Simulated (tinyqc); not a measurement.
# Mobility, diffusion coefficient and lifetime from two collectors

Question. For an injected sheet in a field F the peak time tp at distance L obeys u^2 tp^2 + 2 D tp = L^2 with u^2 = v^2 + 4 D/tau, and the pulse area goes as exp(L (v - u)/(2 D)); v = mu F. Find u, D, mu and tau without using the Einstein relation.

Values chosen for this exercise: sweep field along the drift F = 15 V/cm.

distances (um): 400  740
peak times (us): 0.570799718  1.07453717
ratio of the areas, far over near = 0.261855555

Solution. The two peak times give two linear equations for u^2 and D; the area ratio gives v - u, and u^2 - v^2 = 4 D/tau gives tau.

u = 6.747e4 cm/s
D = 102.4 cm^2/s
mu = 3960 cm^2/(V s)
tau = 4.000e-7 s

Computed by the program tinyqc: `OMP_NUM_THREADS=1 python tinyqc.py 2310122 2310123 out.jsonl`, one thread of a shared Intel Xeon 2.30GHz, about 0.01 s for the whole run.
